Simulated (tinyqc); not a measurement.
Frenkel-Kontorova chain: a misfit dislocation (kink) in a monolayer on a periodic substrate: one step, computed by the program tinyqc.

E = sum_j [(k/2)(x_(j+1) - x_j - b)^2 + (W/2)(1 - cos(2 pi x_j/a))], x_j = a (j + u_j). A kink takes u from 0 to 1: the chain is stretched by one period and has one atom fewer than wells.

Task: Continuum limit. l0 = sqrt(k a^2/(2 W)); kink u(j) = (2/pi) arctan exp(pi j/l0); kink energy at f = 0: E0 = (4/pi) W l0; with misfit E0 - k a^2 f; kinks become favourable at f_c = 2/(pi l0), and a coherent chain with free ends loses stability at f_m = 1/l0. Lowest vibration of the flat chain: nu0 = 15.6333042 THz x sqrt(2 pi^2 W/(a^2 M)).

Inputs (values chosen for the exercise, for a model overlayer): spring constant k = 1.21 eV/angstrom^2; substrate period a = 3.07 angstrom; corrugation W = 2.03 eV; misfit f = (b - a)/a = 0.34; atomic mass M = 45 u.

Constants: nu for 1 eV/(angstrom^2 u) = 15.6333042 THz.

Give: kink width l0; kink energy E0; kink energy with misfit; critical misfit f_c; limit f_m; gap frequency nu0.

Result:

kink width l0 = 1.676

kink energy E0 = 4.332 eV

kink energy with misfit = 0.4545 eV

critical misfit f_c = 0.3798

limit f_m = 0.5967

gap frequency nu0 = 4.805 THz

f < f_c: the layer stays in register. Caution: a corrugation above 1 eV is larger than real overlayers usually show; it is chosen to keep the kink narrow. Caution: for l0 below about 3 the kink spans few atoms, and the continuum kink energy is off by about 2 per cent or more.
